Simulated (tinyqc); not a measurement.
Stark shift: graded (staircase) quantum well by finite differences.

Finite differences on points z_i at the centres of cells of width h: H_ii = (c/h^2)(1/m_(i-1/2) + 1/m_(i+1/2)) + V_i, H_(i,i+1) = -(c/h^2)/m_(i+1/2), where m_(i+1/2) is the mean of the masses at the two points (the end values are repeated outwards), psi = 0 on the points beyond both ends, c = hbar^2/2m0. The field adds e F (z - z0) with z0 the middle of the structure; 1 kV/cm = 1e-5 eV/angstrom.

Constants: hbar^2/2m0 = 3.80998211 eV angstrom^2.

Parameters, chosen for this exercise (out of a larger set: near those of an InGaAs well in InAlAs; not measured data): layers = ((78, 0.537, 0.072), (26, 0.239, 0.0547), (26, 0.06, 0.0444), (26, 0, 0.0409), (26, 0.06, 0.0444), (26, 0.239, 0.0547), (78, 0.537, 0.072)) (each layer: thickness in angstrom, band edge in eV, mass in m0); hf = 1.625 angstrom (cell width of the fine grid); Fs = (0, 16.7, 33.3, 50, 66.7, 83.3, 100) kV/cm (fields).

Fine grid. Perturbation theory: dE1 = e F z_11 - beta (e F)^2 with beta = sum_j z_1j^2/(E_j - E_1) over the 13 next levels at zero field, z from z0.

Levels against field:

| F (kV/cm) | E1 (eV) | E2 (eV) | dE1 (meV) | second order (meV) | <z - z0> (angstrom) | E2 - E1 (meV) |
|---|---|---|---|---|---|---|
| 0 | 0.0885 | 0.2611 | 0.00 | 0.00 | 0.0 | 172.7 |
| 16.7 | 0.0884 | 0.2610 | -0.08 | -0.08 | -1.0 | 172.7 |
| 33.3 | 0.0881 | 0.2607 | -0.32 | -0.32 | -1.9 | 172.6 |
| 50.0 | 0.0877 | 0.2603 | -0.73 | -0.73 | -2.9 | 172.5 |
| 66.7 | 0.0872 | 0.2596 | -1.30 | -1.30 | -3.9 | 172.4 |
| 83.3 | 0.0864 | 0.2587 | -2.03 | -2.03 | -4.9 | 172.3 |
| 100 | 0.0855 | 0.2577 | -2.92 | -2.92 | -5.8 | 172.2 |

z_11 = 0.00 angstrom
beta = 2922 angstrom^2/eV

At zero field the state is centred, so the shift starts as F^2; it turns linear only if the state is pulled to one side. At 100 kV/cm E1 has moved by -2.92 meV, where second order gives -2.92 meV; they differ by 0.0 % there. The electron moves by -5.8 angstrom, against the rise of the potential. E2 - E1 shrinks with the field; the ends are 172.7 and 172.2 meV.

Computed by tinyqc, a small Python program: `OMP_NUM_THREADS=1 python tinyqc.py 1280671 1280672 out.jsonl` (the numbers bound the seed that draws the inputs); one thread of a shared host (Intel(R) Xeon(R) Processor @ 2.30GHz), about 0.01 s for the whole set of steps.
